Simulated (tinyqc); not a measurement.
# Doping and flat-band voltage from the body effect

Inverse problem. VT = Vfb + 2 phiF + gamma sqrt(2 phiF + Vsb), phiF = Vt ln(Na/ni), gamma = sqrt(2 q eps0 eps_r Na)/Cox, Cox = eps0 eox/tox. Find Na, gamma and Vfb from two thresholds.

Inputs (values chosen for the exercise); material values close to those of silicon:

| symbol | value | unit | meaning |
|---|---|---|---|
| T | 300 | K | temperature |
| eps_r | 11.9 |  | relative permittivity of the semiconductor |
| eox | 21.2 |  | relative permittivity of the gate insulator |
| tox | 9.8 | nm | insulator thickness |

Constants: q = 1.602176634e-19 C, kB = 1.380649e-23 J/K, Vt = kB T/q, eps0 = 8.8541878128e-14 F/cm where lengths are in cm. Results are converted to the units shown.

VT at Vsb = 0 and 1.7 V (V): 0.68712975  0.94338025
ni = 1.0710614e10 cm^-3

Solution. The difference of the thresholds, gamma [sqrt(2 phiF + Vsb) - sqrt(2 phiF)], holds no Vfb and rises with Na, so it has one root; Vfb then follows from the first threshold.

Na = 1.700e18 cm^-3
gamma = 0.3955 V^0.5
Vfb = -0.6800 V

Program tinyqc, `OMP_NUM_THREADS=1 python tinyqc.py 2360156 2360157 out.jsonl`; Intel Xeon 2.30GHz, shared host, one thread, about 0.07 s.
